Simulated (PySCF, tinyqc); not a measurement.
RHF in the 6-31g basis, for H4, spin multiplicity 1, step by step (part 2 of 2). The lowest restricted solution is unstable here: a spin-polarised one lies 0.0734 hartree lower (PySCF). Computed by tinyqc, a small Python program that keeps every step (integrals from PySCF). Command: `OMP_NUM_THREADS=1 python tinyqc.py 21524 21525 out.jsonl` (the two numbers bound the seeds that draw the settings). One thread of a shared host (Intel(R) Xeon(R) Processor @ 2.60GHz), about 0.05 s of CPU time with the checks.

Geometry (angstrom):
```
atom         x         y         z
H     0.000000  0.000000  0.000000
H     0.000000  0.000000  1.493000
H     0.000000  1.857000  0.000000
H     0.000000  1.857000  1.493000
```

## Iteration 1: diagonalisation and new density

Fock matrix F (hartree), lower triangle:
```
           1H 1s      1H 2s      2H 1s      2H 2s      3H 1s      3H 2s      4H 1s      4H 2s
1H 1s   0.174772
1H 2s  -0.343344  -0.250537
2H 1s  -0.217226  -0.280784   0.174772
2H 2s  -0.280784  -0.295959  -0.343344  -0.250537
3H 1s  -0.020654  -0.112405   0.001818  -0.071986   0.174772
3H 2s  -0.112405  -0.160161  -0.071986  -0.149933  -0.343344  -0.250537
4H 1s   0.001818  -0.071986  -0.020654  -0.112405  -0.217226  -0.280784   0.174772
4H 2s  -0.071986  -0.149933  -0.112405  -0.160161  -0.280784  -0.295959  -0.343344  -0.250537
```

X:
```
               1          2          3          4          5          6          7         8
1H 1s  -0.519247  -0.575673  -0.640485   0.670392   0.440611   0.346988   0.277502  0.160310
1H 2s   1.188197   0.773876   0.677834  -0.422329   0.192549   0.258118   0.262211  0.254472
2H 1s   0.519247   0.575673  -0.640485   0.670392  -0.440611  -0.346988   0.277502  0.160310
2H 2s  -1.188197  -0.773876   0.677834  -0.422329  -0.192549  -0.258118   0.262211  0.254472
3H 1s   0.519247  -0.575673   0.640485   0.670392  -0.440611   0.346988  -0.277502  0.160310
3H 2s  -1.188197   0.773876  -0.677834  -0.422329  -0.192549   0.258118  -0.262211  0.254472
4H 1s  -0.519247   0.575673   0.640485   0.670392   0.440611  -0.346988  -0.277502  0.160310
4H 2s   1.188197  -0.773876  -0.677834  -0.422329   0.192549  -0.258118  -0.262211  0.254472
```

Diagonalise F' = X^T F X, C = X C', fill 2 alpha and 2 beta electrons from the bottom; D = 2 C_occ C_occ^T. Each column has its largest component positive (the first on a tie).

F' = X^T F X (hartree), lower triangle:
```
           1          2          3         4         5         6          7          8
1   0.870549
2   0.000000   0.941171
3   0.000000   0.000000   1.054044
4   0.000000   0.000000   0.000000  1.109990
5  -0.365882   0.000000   0.000000  0.000000  0.315085
6   0.000000  -0.316535   0.000000  0.000000  0.000000  0.113558
7   0.000000   0.000000  -0.186734  0.000000  0.000000  0.000000  -0.328266
8   0.000000   0.000000   0.000000  0.009125  0.000000  0.000000   0.000000  -0.492041
```

orbital energies (hartree): MO1 -0.492093, MO2 -0.353048, MO3 0.006374, MO4 0.133464, MO5 1.048355, MO6 1.052170, MO7 1.078825, MO8 1.110042

coefficients C:
```
            MO1        MO2        MO3        MO4        MO5        MO6        MO7        MO8
1H 1s  0.156489   0.190830   0.144024   0.163792   0.656549  -0.661005   0.671425   0.671294
1H 2s  0.256873   0.349105   0.492684   0.700772  -0.650208   0.978675  -0.637447  -0.420873
2H 1s  0.156489   0.190830  -0.144024  -0.163792  -0.656549   0.661005   0.671425   0.671294
2H 2s  0.256873   0.349105  -0.492684  -0.700772   0.650208  -0.978675  -0.637447  -0.420873
3H 1s  0.156489  -0.190830   0.144024  -0.163792   0.656549   0.661005  -0.671425   0.671294
3H 2s  0.256873  -0.349105   0.492684  -0.700772  -0.650208  -0.978675   0.637447  -0.420873
4H 1s  0.156489  -0.190830  -0.144024   0.163792  -0.656549  -0.661005  -0.671425   0.671294
4H 2s  0.256873  -0.349105  -0.492684   0.700772   0.650208   0.978675   0.637447  -0.420873
```

D after iteration 1, lower triangle:
```
           1H 1s      1H 2s      2H 1s      2H 2s     3H 1s     3H 2s     4H 1s     4H 2s
1H 1s   0.121810
1H 2s   0.213635   0.375716
2H 1s   0.121810   0.213635   0.121810
2H 2s   0.213635   0.375716   0.213635   0.375716
3H 1s  -0.023855  -0.052844  -0.023855  -0.052844  0.121810
3H 2s  -0.052844  -0.111781  -0.052844  -0.111781  0.213635  0.375716
4H 1s  -0.023855  -0.052844  -0.023855  -0.052844  0.121810  0.213635  0.121810
4H 2s  -0.052844  -0.111781  -0.052844  -0.111781  0.213635  0.375716  0.213635  0.375716
```

## Iteration 2: building the Fock matrix

core Hamiltonian H = T + V (hartree), lower triangle:
```
           1H 1s      1H 2s      2H 1s      2H 2s      3H 1s      3H 2s      4H 1s      4H 2s
1H 1s  -1.119040
1H 2s  -1.049613  -1.250673
2H 1s  -0.156529  -0.432435  -1.119040
2H 2s  -0.432435  -0.759055  -1.049613  -1.250673
3H 1s  -0.045666  -0.256540  -0.005080  -0.103871  -1.119040
3H 2s  -0.256540  -0.546234  -0.103871  -0.326195  -1.049613  -1.250673
4H 1s  -0.005080  -0.103871  -0.045666  -0.256540  -0.156529  -0.432435  -1.119040
4H 2s  -0.103871  -0.326195  -0.256540  -0.546234  -0.432435  -0.759055  -1.049613  -1.250673
```

nuclear repulsion = 1.72297819 hartree

Given earlier and not repeated: Two-electron integrals (ij|kl) in chemists' order.

J_ij = sum D_kl (ij|kl), K_ij = sum D_kl (ik|jl); F = H + J - 0.5 K; E = tr D H + tr D J / 2 - 0.25 tr D K + E_nn.

Coulomb J (hartree), lower triangle:
```
          1H 1s     1H 2s     2H 1s     2H 2s     3H 1s     3H 2s     4H 1s     4H 2s
1H 1s  1.621100
1H 2s  1.006451  1.339018
2H 1s  0.094546  0.368965  1.621100
2H 2s  0.368965  0.752644  1.006451  1.339018
3H 1s  0.020956  0.203930  0.001714  0.075267  1.621100
3H 2s  0.203930  0.523218  0.075267  0.294510  1.006451  1.339018
4H 1s  0.001714  0.075267  0.020956  0.203930  0.094546  0.368965  1.621100
4H 2s  0.075267  0.294510  0.203930  0.523218  0.368965  0.752644  1.006451  1.339018
```

exchange K (hartree), lower triangle:
```
          1H 1s     1H 2s     2H 1s     2H 2s     3H 1s     3H 2s     4H 1s     4H 2s
1H 1s  0.673195
1H 2s  0.617032  0.698025
2H 1s  0.306935  0.441701  0.673195
2H 2s  0.441701  0.591822  0.617032  0.698025
3H 1s  0.011183  0.130288  0.004439  0.093990  0.673195
3H 2s  0.130288  0.274658  0.093990  0.233476  0.617032  0.698025
4H 1s  0.004439  0.093990  0.011183  0.130288  0.306935  0.441701  0.673195
4H 2s  0.093990  0.233476  0.130288  0.274658  0.441701  0.591822  0.617032  0.698025
```

Fock matrix F (hartree), lower triangle:
```
           1H 1s      1H 2s      2H 1s      2H 2s      3H 1s      3H 2s      4H 1s      4H 2s
1H 1s   0.165463
1H 2s  -0.351678  -0.260667
2H 1s  -0.215450  -0.284321   0.165463
2H 2s  -0.284321  -0.302321  -0.351678  -0.260667
3H 1s  -0.030300  -0.117754  -0.005586  -0.075599   0.165463
3H 2s  -0.117754  -0.160345  -0.075599  -0.148423  -0.351678  -0.260667
4H 1s  -0.005586  -0.075599  -0.030300  -0.117754  -0.215450  -0.284321   0.165463
4H 2s  -0.075599  -0.148423  -0.117754  -0.160345  -0.284321  -0.302321  -0.351678  -0.260667
```

total energy of this density = -1.95787920 hartree

## Iteration 2: diagonalisation and new density

As before.

F' = X^T F X (hartree), lower triangle:
```
           1          2          3          4         5         6          7          8
1   0.864414
2   0.000000   0.933698
3   0.000000   0.000000   1.047016
4   0.000000   0.000000   0.000000   1.102158
5  -0.364875   0.000000   0.000000   0.000000  0.305831
6   0.000000  -0.313386   0.000000   0.000000  0.000000  0.101003
7   0.000000   0.000000  -0.206402   0.000000  0.000000  0.000000  -0.331928
8   0.000000   0.000000   0.000000  -0.003497  0.000000  0.000000   0.000000  -0.505296
```

orbital energies (hartree): MO1 -0.505304, MO2 -0.362160, MO3 -0.003759, MO4 0.125626, MO5 1.038461, MO6 1.044619, MO7 1.077248, MO8 1.102165

coefficients C:
```
            MO1        MO2        MO3        MO4        MO5        MO6        MO7        MO8
1H 1s  0.161768   0.181751   0.146571   0.165123   0.655985  -0.660674   0.673940   0.670042
1H 2s  0.253552   0.357677   0.490157   0.698799  -0.652116   0.980085  -0.632677  -0.422882
2H 1s  0.161768   0.181751  -0.146571  -0.165123  -0.655985   0.660674   0.673940   0.670042
2H 2s  0.253552   0.357677  -0.490157  -0.698799   0.652116  -0.980085  -0.632677  -0.422882
3H 1s  0.161768  -0.181751   0.146571  -0.165123   0.655985   0.660674  -0.673940   0.670042
3H 2s  0.253552  -0.357677   0.490157  -0.698799  -0.652116  -0.980085   0.632677  -0.422882
4H 1s  0.161768  -0.181751  -0.146571   0.165123  -0.655985  -0.660674  -0.673940   0.670042
4H 2s  0.253552  -0.357677  -0.490157   0.698799   0.652116   0.980085   0.632677  -0.422882
```

D after iteration 2, lower triangle:
```
           1H 1s      1H 2s      2H 1s      2H 2s     3H 1s     3H 2s     4H 1s     4H 2s
1H 1s   0.118405
1H 2s   0.212050   0.384443
2H 1s   0.118405   0.212050   0.118405
2H 2s   0.212050   0.384443   0.212050   0.384443
3H 1s  -0.013729  -0.047983  -0.013729  -0.047983  0.118405
3H 2s  -0.047983  -0.127288  -0.047983  -0.127288  0.212050  0.384443
4H 1s  -0.013729  -0.047983  -0.013729  -0.047983  0.118405  0.212050  0.118405
4H 2s  -0.047983  -0.127288  -0.047983  -0.127288  0.212050  0.384443  0.212050  0.384443
```

## Iteration 6 (converged): orbitals

converged F (hartree), lower triangle:
```
           1H 1s      1H 2s      2H 1s      2H 2s      3H 1s      3H 2s      4H 1s      4H 2s
1H 1s   0.164059
1H 2s  -0.352797  -0.262049
2H 1s  -0.215085  -0.284705   0.164059
2H 2s  -0.284705  -0.303115  -0.352797  -0.262049
3H 1s  -0.031971  -0.118683  -0.006875  -0.076242   0.164059
3H 2s  -0.118683  -0.160332  -0.076242  -0.148136  -0.352797  -0.262049
4H 1s  -0.006875  -0.076242  -0.031971  -0.118683  -0.215085  -0.284705   0.164059
4H 2s  -0.076242  -0.148136  -0.118683  -0.160332  -0.284705  -0.303115  -0.352797  -0.262049
```

As before.

F' = X^T F X (hartree), lower triangle:
```
           1          2          3          4         5         6          7          8
1   0.863355
2   0.000000   0.932423
3   0.000000   0.000000   1.045380
4   0.000000   0.000000   0.000000   1.100599
5  -0.364653   0.000000   0.000000   0.000000  0.304403
6   0.000000  -0.312846   0.000000   0.000000  0.000000  0.099006
7   0.000000   0.000000  -0.209523   0.000000  0.000000  0.000000  -0.331977
8   0.000000   0.000000   0.000000  -0.005675  0.000000  0.000000   0.000000  -0.507197
```

orbital energies (hartree): MO1 -0.507217, MO2 -0.363144, MO3 -0.005359, MO4 0.124446, MO5 1.036789, MO6 1.043312, MO7 1.076547, MO8 1.100619

coefficients C:
```
            MO1        MO2        MO3        MO4        MO5        MO6        MO7        MO8
1H 1s  0.162676   0.180244   0.146979   0.165325   0.655894  -0.660624   0.674344   0.669822
1H 2s  0.252979   0.359090   0.489751   0.698500  -0.652421   0.980299  -0.631876  -0.423225
2H 1s  0.162676   0.180244  -0.146979  -0.165325  -0.655894   0.660624   0.674344   0.669822
2H 2s  0.252979   0.359090  -0.489751  -0.698500   0.652421  -0.980299  -0.631876  -0.423225
3H 1s  0.162676  -0.180244   0.146979  -0.165325   0.655894   0.660624  -0.674344   0.669822
3H 2s  0.252979  -0.359090   0.489751  -0.698500  -0.652421  -0.980299   0.631876  -0.423225
4H 1s  0.162676  -0.180244  -0.146979   0.165325  -0.655894  -0.660624  -0.674344   0.669822
4H 2s  0.252979  -0.359090  -0.489751   0.698500   0.652421   0.980299   0.631876  -0.423225
```

D after iteration 6, lower triangle:
```
           1H 1s      1H 2s      2H 1s      2H 2s     3H 1s     3H 2s     4H 1s     4H 2s
1H 1s   0.117902
1H 2s   0.211755   0.385889
2H 1s   0.117902   0.211755   0.117902
2H 2s   0.211755   0.385889   0.211755   0.385889
3H 1s  -0.012049  -0.047140  -0.012049  -0.047140  0.117902
3H 2s  -0.047140  -0.129894  -0.047140  -0.129894  0.211755  0.385889
4H 1s  -0.012049  -0.047140  -0.012049  -0.047140  0.117902  0.211755  0.117902
4H 2s  -0.047140  -0.129894  -0.047140  -0.129894  0.211755  0.385889  0.211755  0.385889
```

## Convergence

Stop when the energy changes by less than 1e-08 hartree and every element of the error matrix X^T (F D S - S D F) X is below 3e-05.

Course of the cycle:
```
iteration  E (hartree)     change  largest element of the error matrix
1          -1.91786656          -                             2.72e-01
2          -1.95787920  -4.00e-02                             3.89e-02
3          -1.95870670  -8.27e-04                             5.52e-03
4          -1.95872373  -1.70e-05                             7.85e-04
5          -1.95872408  -3.50e-07                             1.11e-04
6          -1.95872409  -7.21e-09                             1.58e-05
```

PySCF RHF in the same basis = -1.95872409 hartree

Converged in 6 iterations.

## Populations, bond orders and dipole

overlap S, lower triangle:
```
          1H 1s     1H 2s     2H 1s     2H 2s     3H 1s     3H 2s     4H 1s     4H 2s
1H 1s  1.000000
1H 2s  0.658292  1.000000
2H 1s  0.056010  0.231477  1.000000
2H 2s  0.231477  0.526296  0.658292  1.000000
3H 1s  0.013288  0.130854  0.001013  0.046228  1.000000
3H 2s  0.130854  0.370449  0.046228  0.194966  0.658292  1.000000
4H 1s  0.001013  0.046228  0.013288  0.130854  0.056010  0.231477  1.000000
4H 2s  0.046228  0.194966  0.130854  0.370449  0.231477  0.526296  0.658292  1.000000
```

Mulliken: Z minus the diagonal of D S on the atom; Loewdin: the same with S^(1/2) D S^(1/2); Mayer order: 2 sum_s sum (D(s) S)_ij (D(s) S)_ji over the two atoms.

Charges (e):
```
atom  Mulliken   Loewdin
1H           0         0
2H           0  0.000000
3H           0         0
4H           0         0
```

Mayer bond orders:
```
pair      order
2-1    1.010412
3-1   -0.010412
3-2   -0.010412
4-1   -0.010412
4-2   -0.010412
4-3    1.010412
```

dipole moment about the origin, x y z (debye): 0.000000  0.000000  0.000000
